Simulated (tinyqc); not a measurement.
Longitudinal sound in a periodic multilayer: transfer matrices, stop bands and folded phonons: one step, computed by the program tinyqc. Command: `OMP_NUM_THREADS=1 python tinyqc.py 3027536 3027537 out.jsonl multilayer walk`. One thread of a shared host (Intel(R) Xeon(R) Processor @ 2.30GHz), about 0.01 s of CPU time with the checks.

Layers 1 and 2 repeat with period d = d_1 + d_2; waves travel normal to the layers, without loss. State vector (u, s): displacement u and stress divided by omega. Impedances Z = rho v are in 1e6 kg/(m^2 s).

Task: Transmission through N periods. A layer maps (u, s) by [[cos p, sin p/Z], [-Z sin p, cos p]], p = 2 pi f d_i/v_i; one period is M = M_2 M_1, and cos(q d) = trace(M)/2. For N periods A = M^N. A wave comes from a thick layer of material 1 and leaves into the substrate (Z_s): transmitted power T = 4 Z_1 Z_s/|Z_1 A_22 + Z_s A_11 - i (Z_1 Z_s A_12 - A_21)|^2, reflected power R = 1 - T.

Inputs (values chosen for the exercise, modelled on gallium arsenide (layer 1), aluminium arsenide (layer 2) and silica (substrate)):
```
quantity       value  unit
velocity v_1    4800   m/s
thickness d_1    191    nm
velocity v_2    5600   m/s
thickness d_2    228    nm
periods N          3     -
frequency f     9.05   GHz
```

M:
```
            1            2
1  -0.2510643  -0.04259818
2    23.25533  -0.03730178
```

Z_2 = 21.168

Z_1 = 25.536

Z of the substrate = 13.1181

Give: A = M^N; transmitted power T; T in decibel.

Result:

A = M^N:
```
        1        2
1  0.5186  0.03906
2  -21.32   0.3226
```

transmitted power T = 0.9504

T in decibel = -0.2209 dB
